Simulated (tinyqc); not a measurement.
# Hot electrons in a saturated n-channel MOSFET, lucky-electron model, step by step

tinyqc, about 0.01 s, one thread, Intel Xeon 2.30GHz (shared host): `OMP_NUM_THREADS=1 python tinyqc.py 2550086 2550087 out.jsonl` Printed values are rounded.

Beyond pinch-off the lateral field grows as Esat cosh(y/l) over the velocity-saturated region (pseudo-two-dimensional model). Impact ionisation in this region gives the substrate current, which biases the body forward through Rsub. Currents are per width. Local-field laws: they overstate ionisation when the field peak is narrower than an energy relaxation length.

Parameters, values chosen for the exercise; values close to those of silicon n-channel devices: channel length L = 1.2 um; oxide thickness tox = 31 nm; junction depth xj = 410 nm; threshold VT = 0.54 V; effective mobility mu = 380 cm^2/(V s); saturation velocity vs = 7.1e6 cm/s; ionisation prefactor Ai = 2e6 1/cm; ionisation field Bi = 1.64 MV/cm; resistance of the lightly doped drain Rd = 700 ohm um; substrate resistance Rsub = 15000 ohm um; fall of VT per volt of forward body bias kb = 0.34; hot-electron mean free path lm = 7.4 nm; oxide barrier pb = 3.2 V; prefactor of the gate current Cg = 0.0019; lifetime exponent m = 3.2; lifetime constant Hl = 14000 s uA/um; drain voltage Vd = 5.2 V; gate voltage Vg = 2.6 V.

Constants: eps0 = 8.8541878128e-14 F/cm where lengths are in cm. Results are converted to the units shown.

## Length and field scales

Cox = 3.9 eps0/tox, l = sqrt(3 tox xj), Esat = 2 vs/mu.

Cox = 0.1113914 uF/cm^2
l = 195.2690 nm
Esat = 0.03736842 MV/cm
Esat L = 4.484211 V

## Iteration 1: body bias from the substrate current

Vb at the start = 0 V

Cox = 3.9 eps0/tox. Overdrive g = Vg - VT + kb Vb; Vdsat = g Esat L/(g + Esat L); Id = Cox vs (g - Vdsat); dV = Vd - Id Rd - Vdsat; Em = sqrt((dV/l)^2 + Esat^2); Isub = Id (Ai/Bi) l Em exp(-Bi/Em). Vb(new) = Rsub Isub.

Vdsat = 1.411549 V
Id = 51.28462 uA/um
dV = 3.752552 V
Em = 0.1957729 MV/cm
Isub = 0.05501115 uA/um
Vb after iteration 1 = 8.251673e-4 V

## Iteration 2: body bias from the substrate current

As before.

Vdsat = 1.411681 V
Id = 51.29639 uA/um
dV = 3.752412 V
Em = 0.1957658 MV/cm
Isub = 0.05500524 uA/um
Vb after iteration 2 = 8.250786e-4 V

## Course of the iteration: body bias from the substrate current

Stop when Vb changes by less than 1e-9 V, or after 60 iterations.

Course of the iteration:
```
iteration       Vb (V)  |change| (V)
1          8.251673e-4       8.25e-4
2          8.250786e-4       8.87e-8
3          8.250786e-4      9.54e-12
```

Converged in 3 iterations. The change falls from 8.3e-4 in the first iteration to below the tolerance in the last.

## Gate current, lifetime and channel shortening

Id = 51.29639 uA/um
dV = 3.752412 V
Em = 0.1957658 MV/cm
Isub = 0.05500524 uA/um

Ig = Cg Id exp(-pb/(lm Em)); lifetime tau = (Hl/Id)(Isub/Id)^(-m); length of the saturated region dL = l ln[(dV/l + Em)/Esat]. 1 year = 3.15576e7 s.

Isub/Id = 0.001072302
Ig = 2.486524e-5 pA/um
tau = 27537.35 years
dL = 456.9304 nm

The lifetime exceeds ten years. Integrating Ai exp(-Bi/E) over the cosh profile gives Isub/Id = 9.90e-4, so the closed form is 8.3 % above it.
